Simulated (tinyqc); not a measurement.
Electroplating on a thin resistive seed layer: kinetics, Wagner number and the terminal effect across a wafer: one step, computed by the program tinyqc. Command: `OMP_NUM_THREADS=1 python tinyqc.py 3121078 3121079 out.jsonl terminal walk`. One thread of a shared host (Intel(R) Xeon(R) Processor @ 2.30GHz), about 0.02 s of CPU time with the checks.

Current enters the seed at the rim. The bath is treated as a local resistance per area (no lateral flow in the liquid), two electrons per ion, molar volume 7.11 cm^3/mol, Faraday constant F = e N_A, kinematic viscosity 0.01 cm^2/s, omega = 2 pi x rpm/60; k_B T/e is in volts.

Task: Linear estimate of the terminal effect. Linearised: with R_t = kinetic + bath resistance the current density obeys (1/r)(r i')' = i R_s/R_t, so i = A I_0(r/l), l = sqrt(R_t/R_s); with x = R/l, edge/centre = I_0(x) and edge/mean = x I_0(x)/(2 I_1(x)). Voltage drop in the seed for a uniform current: i R_s R^2/4.

Inputs (values chosen for the exercise, of the order of those for copper plating on a thin cobalt or ruthenium seed): wafer radius R = 7.5 cm; mean current density = 13 mA/cm^2; temperature T = 298 K.

kinetic resistance = 2.270526 ohm cm^2

bath resistance R_b = 81.66667 ohm cm^2

sheet resistance R_s = 2.966667 ohm/square

Give: length l; x = R/l; edge over centre, linear; edge over mean, linear; drop for uniform current.

Result:

length l = 5.319 cm

x = R/l = 1.410

edge over centre, linear = 1.562

edge over mean, linear = 1.230

drop for uniform current = 542.3 mV
